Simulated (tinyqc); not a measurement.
ROHF in the sto-3g basis, for H4, spin multiplicity 3, step by step. This run ends on a higher stationary point, not on the lowest solution. One step of it, computed by the program tinyqc.

Task: Iteration 1: diagonalisation and new density. Diagonalise F' = X^T F X, C = X C', fill 3 alpha and 1 beta electrons from the bottom; D(s) = C_occ C_occ^T. Each column has its largest component positive (the first on a tie).

effective F (hartree):
```
           1H 1s      2H 1s      3H 1s      4H 1s
1H 1s  -0.104617  -0.206702   0.000002   0.010230
2H 1s  -0.206702  -0.082877  -0.007773  -0.000320
3H 1s   0.000002  -0.007773  -0.084084  -0.208542
4H 1s   0.010230  -0.000320  -0.208542  -0.104516
```

X:
```
           1H 1s      2H 1s      3H 1s      4H 1s
1H 1s   1.174646  -0.384550   0.034342  -0.010081
2H 1s  -0.384550   1.194618  -0.132074   0.034315
3H 1s   0.034342  -0.132074   1.194093  -0.383869
4H 1s  -0.010081   0.034315  -0.383869   1.174129
```

Give: F' = X^T F X; orbital energies; coefficients C; D(alpha) after iteration 1; D(beta) after iteration 1.

Result:

F' = X^T F X (hartree):
```
         1        2        3        4
1   0.0301  -0.2357   0.0267  -0.0006
2  -0.2357   0.0586  -0.0186   0.0266
3   0.0267  -0.0186   0.0583  -0.2378
4  -0.0006   0.0266  -0.2378   0.0315
```

orbital energies (hartree): MO1 -0.2101, MO2 -0.1750, MO3 0.2452, MO4 0.3186

coefficients C:
```
           MO1     MO2      MO3      MO4
1H 1s  -0.4089  0.4256   0.7659   0.7707
2H 1s  -0.4072  0.3563  -0.7267  -0.8791
3H 1s   0.4243  0.3395  -0.6934   0.9032
4H 1s   0.4254  0.4061   0.7385  -0.7974
```

D(alpha) after iteration 1:
```
         1H 1s    2H 1s    3H 1s    4H 1s
1H 1s   0.9350  -0.2385  -0.5601   0.5645
2H 1s  -0.2385   0.8208   0.4521  -0.5652
3H 1s  -0.5601   0.4521   0.7761  -0.1937
4H 1s   0.5645  -0.5652  -0.1937   0.8913
```

D(beta) after iteration 1:
```
         1H 1s    2H 1s    3H 1s    4H 1s
1H 1s   0.1672   0.1665  -0.1735  -0.1739
2H 1s   0.1665   0.1658  -0.1727  -0.1732
3H 1s  -0.1735  -0.1727   0.1800   0.1805
4H 1s  -0.1739  -0.1732   0.1805   0.1810
```
